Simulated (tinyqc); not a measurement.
Worked calculation: Pariser-Parr-Pople SCF with singles CI, for the molecule C=Cc1cccc([CH2+])c1 (SMILES; centres numbered as the heavy atoms are written). Computed by tinyqc, a small Python program that keeps every step. Settings: charge = 1, gamma = Ohno, start = core, damping = 0.3, iteration cap = 75, excitations kept = 9. Command: `OMP_NUM_THREADS=1 python tinyqc.py 23632 23633 out.jsonl` (the two numbers bound the seeds that draw the settings). One thread of a shared host (Intel(R) Xeon(R) Processor @ 2.60GHz), about 0.01 s of CPU time with the checks. Later iterations appear only in the table of the cycle.

## PPP integrals

Centres (angstrom, eV; a flat drawing with bonds scaled to 1.40 angstrom):
```
centre          x          y  core charge z          W   gamma_rr
1C       2.878000  -1.051000              1  11.160000  11.130000
2C       2.281000   0.216000              1  11.160000  11.130000
3C       0.886000   0.332000              1  11.160000  11.130000
4C       0.289000   1.598000              1  11.160000  11.130000
5C      -1.106000   1.714000              1  11.160000  11.130000
6C      -1.904000   0.564000              1  11.160000  11.130000
7C      -1.307000  -0.702000              1  11.160000  11.130000
8C      -2.105000  -1.852000              1  11.160000  11.130000
9C       0.088000  -0.818000              1  11.160000  11.130000
```

Resonance integrals (eV):
```
i  j       beta
1  2  -2.480000
2  3  -2.480000
3  4  -2.480000
4  5  -2.480000
5  6  -2.480000
6  7  -2.480000
7  8  -2.480000
7  9  -2.480000
9  3  -2.480000
```

Ohno: gamma = 14.399645/sqrt(R^2 + a^2), a = 2 x 14.399645/(gamma_rr + gamma_ss); H_rr = -W_r - sum_(s != r) z_s gamma_rs; H_rs = beta for bonds.

repulsion gamma_rs (eV):
```
           1C         2C         3C         4C         5C         6C         7C         8C
1C  11.130000   7.552098   5.238975   3.670089   2.868972   2.763568   3.276892   2.763765
2C   7.552098  11.130000   7.554401   5.239934   3.670608   3.276952   3.670525   2.869192
3C   5.238975   7.554401  11.130000   7.554730   5.239934   4.668972   5.239789   3.670588
4C   3.670089   5.239934   7.554730  11.130000   7.554401   5.239789   4.669146   3.277087
5C   2.868972   3.670608   5.239934   7.554401  11.130000   7.554586   5.240118   3.670777
6C   2.763568   3.276952   4.668972   5.239789   7.554586  11.130000   7.554730   5.240118
7C   3.276892   3.670525   5.239789   4.669146   5.240118   7.554730  11.130000   7.554586
8C   2.763765   2.869192   3.670588   3.277087   3.670777   5.240118   7.554586  11.130000
9C   4.668858   5.239789   7.554586   5.240118   4.669283   5.239934   7.554401   5.239789

           9C
1C   4.668858
2C   5.239789
3C   7.554586
4C   5.240118
5C   4.669283
6C   5.239934
7C   7.554401
8C   5.239789
9C  11.130000
```

core matrix H (eV):
```
            1C          2C          3C          4C          5C          6C          7C          8C
1C  -43.963218   -2.480000    0.000000    0.000000    0.000000    0.000000    0.000000    0.000000
2C   -2.480000  -50.233499   -2.480000    0.000000    0.000000    0.000000    0.000000    0.000000
3C    0.000000   -2.480000  -57.881976   -2.480000    0.000000    0.000000    0.000000    0.000000
4C    0.000000    0.000000   -2.480000  -53.605295   -2.480000    0.000000    0.000000    0.000000
5C    0.000000    0.000000    0.000000   -2.480000  -51.628678   -2.480000    0.000000    0.000000
6C    0.000000    0.000000    0.000000    0.000000   -2.480000  -52.698649   -2.480000    0.000000
7C    0.000000    0.000000    0.000000    0.000000    0.000000   -2.480000  -55.920188   -2.480000
8C    0.000000    0.000000    0.000000    0.000000    0.000000    0.000000   -2.480000  -45.445901
9C    0.000000    0.000000   -2.480000    0.000000    0.000000    0.000000   -2.480000    0.000000

            9C
1C    0.000000
2C    0.000000
3C   -2.480000
4C    0.000000
5C    0.000000
6C    0.000000
7C   -2.480000
8C    0.000000
9C  -56.566759
```

## Starting guess

pi electrons, sum of z_r less the charge = 8

Orbitals of the core matrix H.

P at the start:
```
           1C         2C         3C         4C         5C         6C         7C         8C
1C   0.017388   0.073080   0.118918  -0.040870  -0.057456   0.006181   0.042105   0.015046
2C   0.073080   0.321077   0.610273  -0.097438  -0.212281   0.006420   0.134879   0.051100
3C   0.118918   0.610273   1.693777   0.306386  -0.152985  -0.077201   0.031631   0.021184
4C  -0.040870  -0.097438   0.306386   1.018871   0.823639   0.304976  -0.325391  -0.095147
5C  -0.057456  -0.212281  -0.152985   0.823639   0.820373   0.463955  -0.034524  -0.033535
6C   0.006181   0.006420  -0.077201   0.304976   0.463955   0.681041   0.699646   0.144228
7C   0.042105   0.134879   0.031631  -0.325391  -0.034524   0.699646   1.497242   0.311387
8C   0.015046   0.051100   0.021184  -0.095147  -0.033535   0.144228   0.311387   0.068421
9C  -0.089351  -0.293065   0.086094   0.091007   0.003576  -0.271395   0.195568  -0.030553

           9C
1C  -0.089351
2C  -0.293065
3C   0.086094
4C   0.091007
5C   0.003576
6C  -0.271395
7C   0.195568
8C  -0.030553
9C   1.881809
```

## Iteration 1: Fock matrix

F_rr = H_rr + P_rr gamma_rr / 2 + sum_(s != r) P_ss gamma_rs; F_rs = H_rs - P_rs gamma_rs / 2; E = tr P (H + F) / 2 + core repulsion sum_(r<s) z_r z_s gamma_rs.

F (eV):
```
            1C         2C         3C         4C         5C         6C         7C         8C
1C  -10.711612  -2.755953  -0.311503   0.074998   0.082420  -0.008541  -0.068986  -0.020792
2C   -2.755953  -9.385829  -4.785124   0.255284   0.389600  -0.010520  -0.247538  -0.073308
3C   -0.311503  -4.785124  -8.451041  -3.637332   0.400814   0.180225  -0.082871  -0.038880
4C    0.074998   0.255284  -3.637332  -6.551105  -5.591051  -0.799006   0.759650   0.155902
5C    0.082420   0.389600   0.400814  -5.591051  -7.234060  -4.232494   0.090454   0.061550
6C   -0.008541  -0.010520   0.180225  -0.799006  -4.232494  -6.833652  -5.122817  -0.377885
7C   -0.068986  -0.247538  -0.082871   0.759650   0.090454  -5.122817  -8.543473  -3.656202
8C   -0.020792  -0.073308  -0.038880   0.155902   0.061550  -0.377885  -3.656202  -6.788292
9C    0.208583   0.767799  -2.805201  -0.238443  -0.008348   0.711047  -3.218698   0.080045

           9C
1C   0.208583
2C   0.767799
3C  -2.805201
4C  -0.238443
5C  -0.008348
6C   0.711047
7C  -3.218698
8C   0.080045
9C  -7.127697
```

pi energy = -94.059662 eV

## Iteration 1: orbitals and new P

Diagonalise F (the basis is taken as orthonormal) and form P = 2 sum c c over the lowest orbitals; 0.3 of the old P is kept.

orbital energies (eV): -16.319772  -15.032218  -13.144982  -10.944535  -7.805306  -6.143197  -2.777148  -0.858171  1.398569

P after iteration 1:
```
           1C         2C         3C         4C         5C         6C         7C         8C
1C   0.978308   0.513653  -0.067662  -0.136299   0.009251   0.156145   0.021313   0.039700
2C   0.513653   0.711475   0.648233   0.016297  -0.171958  -0.070740   0.050993   0.028690
3C  -0.067662   0.648233   1.289382   0.399459  -0.058246  -0.162985   0.014666  -0.020503
4C  -0.136299   0.016297   0.399459   0.882779   0.782253   0.256841  -0.263551  -0.174749
5C   0.009251  -0.171958  -0.058246   0.782253   0.940543   0.541565  -0.042394  -0.085848
6C   0.156145  -0.070740  -0.162985   0.256841   0.541565   0.718123   0.634452   0.235003
7C   0.021313   0.050993   0.014666  -0.263551  -0.042394   0.634452   1.257740   0.510108
8C   0.039700   0.028690  -0.020503  -0.174749  -0.085848   0.235003   0.510108   0.242409
9C  -0.375715  -0.015317   0.401753   0.041853  -0.148311  -0.102323   0.367795   0.138318

           9C
1C  -0.375715
2C  -0.015317
3C   0.401753
4C   0.041853
5C  -0.148311
6C  -0.102323
7C   0.367795
8C   0.138318
9C   0.979241
```

## Iteration 2: Fock matrix

As before.

F (eV):
```
           1C         2C          3C         4C          5C          6C          7C         8C
1C  -9.104537  -4.419581    0.177241   0.250115   -0.013270   -0.215759   -0.034921  -0.054861
2C  -4.419581  -8.270930   -4.928508  -0.042698    0.315596    0.115906   -0.093586  -0.041158
3C   0.177241  -4.928508  -10.378194  -3.988903    0.152602    0.380485   -0.038424   0.037628
4C   0.250115  -0.042698   -3.988903  -8.966779   -5.434727   -0.672895    0.615278   0.286334
5C  -0.013270   0.315596    0.152602  -5.434727  -10.073116   -4.525650    0.111075   0.157565
6C  -0.215759   0.115906    0.380485  -0.672895   -4.525650  -10.012830   -4.876555  -0.615720
7C  -0.034921  -0.093586   -0.038424   0.615278    0.111075   -4.876555  -12.642993  -4.406829
8C  -0.054861  -0.041158    0.037628   0.286334    0.157565   -0.615720   -4.406829  -9.877696
9C   0.877081   0.040129   -3.997539  -0.109656    0.346252    0.268084   -3.869235  -0.362380

           9C
1C   0.877081
2C   0.040129
3C  -3.997539
4C  -0.109656
5C   0.346252
6C   0.268084
7C  -3.869235
8C  -0.362380
9C  -9.528885
```

pi energy = -103.631867 eV

## Iteration 2: orbitals and new P

As before.

orbital energies (eV): -20.033423  -17.276306  -16.108070  -12.713993  -8.785643  -6.149306  -4.314631  -2.817337  -0.657253

P after iteration 2:
```
           1C         2C         3C         4C         5C         6C         7C         8C
1C   1.027083   0.743541  -0.009866  -0.169045  -0.015876   0.179883   0.011672   0.079089
2C   0.743541   0.857623   0.557853   0.023949  -0.121744  -0.033539   0.013085   0.039786
3C  -0.009866   0.557853   1.146214   0.461850  -0.015081  -0.218129  -0.001237  -0.061307
4C  -0.169045   0.023949   0.461850   0.809865   0.734506   0.232032  -0.228133  -0.218315
5C  -0.015876  -0.121744  -0.015081   0.734506   0.986576   0.607847  -0.046076  -0.114865
6C   0.179883  -0.033539  -0.218129   0.232032   0.607847   0.764659   0.574636   0.262006
7C   0.011672   0.013085  -0.001237  -0.228133  -0.046076   0.574636   1.193359   0.607087
8C   0.079089   0.039786  -0.061307  -0.218315  -0.114865   0.262006   0.607087   0.341413
9C  -0.432566  -0.035863   0.573984   0.105483  -0.210204  -0.149161   0.425432   0.172432

           9C
1C  -0.432566
2C  -0.035863
3C   0.573984
4C   0.105483
5C  -0.210204
6C  -0.149161
7C   0.425432
8C   0.172432
9C   0.873207
```

## Convergence

Stop when output and input P, before any damping, agree to 1e-7.

Course of the cycle:
```
iteration         E (eV)  largest |P(out) - P(in)|
1           -94.05966214                  1.37e+00
2          -103.63186668                  3.28e-01
3          -107.75497991                  1.38e-01
4          -109.41615919                  7.02e-02
5          -110.04940622                  4.58e-02
6          -110.28788321                  3.20e-02
7          -110.37816792                  2.16e-02
8          -110.41283206                  1.43e-02
9          -110.42642170                  9.46e-03
10         -110.43190033                  6.29e-03
11         -110.43418885                  4.22e-03
...                  ...                       ...
40         -110.43609997                  1.38e-06
41         -110.43609997                  1.06e-06
42         -110.43609997                  8.12e-07
43         -110.43609997                  6.22e-07
44         -110.43609997                  4.76e-07
45         -110.43609997                  3.64e-07
46         -110.43609997                  2.79e-07
47         -110.43609997                  2.14e-07
48         -110.43609997                  1.63e-07
49         -110.43609997                  1.25e-07
50         -110.43609997                  9.58e-08
```

Converged in 50 iterations.

## Converged orbitals

Charges are z - P_rr.

orbital energies (eV): -20.736847  -18.138728  -17.079633  -14.845375  -8.644072  -5.372148  -4.603524  -2.867186  -1.079411

coefficients:
```
         MO1        MO2        MO3        MO4        MO5        MO6        MO7        MO8
1C  0.057014   0.245122  -0.137797   0.598932  -0.024372  -0.465728   0.095822   0.503765
2C  0.144894   0.405684  -0.206413   0.548972  -0.019401   0.188733  -0.070484  -0.501059
3C  0.358955   0.525544  -0.184180  -0.235388   0.025955   0.478867  -0.063667   0.105354
4C  0.286477   0.357147   0.341815  -0.234888   0.406808  -0.171568   0.508968   0.142023
5C  0.298735   0.075887   0.634309   0.063784   0.021724  -0.324037  -0.427861  -0.352858
6C  0.368444  -0.235285   0.398225   0.249142  -0.402368   0.443221  -0.019363   0.413774
7C  0.546547  -0.439728  -0.234142   0.075962  -0.071500  -0.106194   0.499863  -0.340738
8C  0.290038  -0.329739  -0.205587   0.121855   0.722179   0.101146  -0.412736   0.191960
9C  0.396242   0.091534  -0.360037  -0.377586  -0.379258  -0.407154  -0.345099   0.123376

          MO9
1C   0.280177
2C  -0.422404
3C   0.510376
4C  -0.379763
5C   0.292466
6C  -0.241466
7C   0.254908
8C  -0.105179
9C  -0.344222
```

pi charges: 1C 0.117914, 2C -0.059101, 3C 0.011248, 4C 0.236734, 5C -0.002834, 6C 0.176471, 7C -0.105333, 8C 0.500070, 9C 0.124831

## Singles CI, singlets

Over the 9 single excitations with the smallest orbital gaps: A = (e_a - e_i) delta + 2 (ia|jb) - (ij|ab), with (pq|rs) = sum c_mp c_mq gamma_mn c_nr c_ns. f = 2/3 w |mu|^2 in atomic units, mu = sqrt2 sum c_ia sum_m c_mi c_ma R_m.

singlet CI matrix (eV):
```
           4>5        3>5        4>6        2>5        4>7        3>6        4>8        1>5
4>5   2.556170  -0.479568  -0.143478   0.168957  -0.217861   0.413088   0.068470   0.069547
3>5  -0.479568   4.036557  -0.178727   0.165896   0.079530  -0.013172  -0.352833   0.182528
4>6  -0.143478  -0.178727   4.937803  -0.060693   0.026473  -0.031361   0.451463  -0.106740
2>5   0.168957   0.165896  -0.060693   5.261561  -0.288997  -0.403315  -0.251723   0.446448
4>7  -0.217861   0.079530   0.026473  -0.288997   6.089946   0.383742  -0.026853  -0.101935
3>6   0.413088  -0.013172  -0.031361  -0.403315   0.383742   7.047045  -0.020900   0.019936
4>8   0.068470  -0.352833   0.451463  -0.251723  -0.026853  -0.020900   7.420474  -0.032064
1>5   0.069547   0.182528  -0.106740   0.446448  -0.101935   0.019936  -0.032064   6.938290
3>7   0.353737  -0.138933  -0.326055  -0.105245  -0.293133  -0.124449  -0.125392  -0.039011

           3>7
4>5   0.353737
3>5  -0.138933
4>6  -0.326055
2>5  -0.105245
4>7  -0.293133
3>6  -0.124449
4>8  -0.125392
1>5  -0.039011
3>7   7.353405
```

singlet excitation energies (eV): 2.321508  4.081426  4.830140  5.021481  5.946782  6.991295  7.273395  7.450034  7.725189

oscillator strengths: 0.050328  0.280765  0.608965  0.382674  0.139184  0.280347  0.834351  0.075318  0.385838

## Singles CI, triplets

Over the 9 single excitations with the smallest orbital gaps: A = (e_a - e_i) delta - (ij|ab), with (pq|rs) = sum c_mp c_mq gamma_mn c_nr c_ns.

triplet CI matrix (eV):
```
           4>5        3>5        4>6        2>5        4>7        3>6        4>8        1>5
4>5   1.942905  -0.445682  -0.243487   0.878249  -0.602656   0.024368   0.101686   0.042942
3>5  -0.445682   2.888029   0.024368  -0.463269   0.019750   0.393664   0.159698   0.338690
4>6  -0.243487   0.024368   3.528898  -0.111254   0.106407  -0.210694   1.168856   0.184919
2>5   0.878249  -0.463269  -0.111254   3.975897  -0.019695   0.036408  -0.022658   0.924454
4>7  -0.602656   0.019750   0.106407  -0.019695   5.567917  -0.206370  -0.242107   0.351745
3>6   0.024368   0.393664  -0.210694   0.036408  -0.206370   5.858535  -0.567396   0.590191
4>8   0.101686   0.159698   1.168856  -0.022658  -0.242107  -0.567396   5.927375   0.040509
1>5   0.042942   0.338690   0.184919   0.924454   0.351745   0.590191   0.040509   5.883585
3>7   0.019750  -0.579085  -0.206370   0.176734  -0.427072  -0.372822   0.193622  -0.342814

           3>7
4>5   0.019750
3>5  -0.579085
4>6  -0.206370
2>5   0.176734
4>7  -0.427072
3>6  -0.372822
4>8   0.193622
1>5  -0.342814
3>7   6.145170
```

triplet excitation energies (eV): 1.445241  2.502372  3.048943  3.995317  5.006252  5.756764  6.177794  6.529956  7.255672
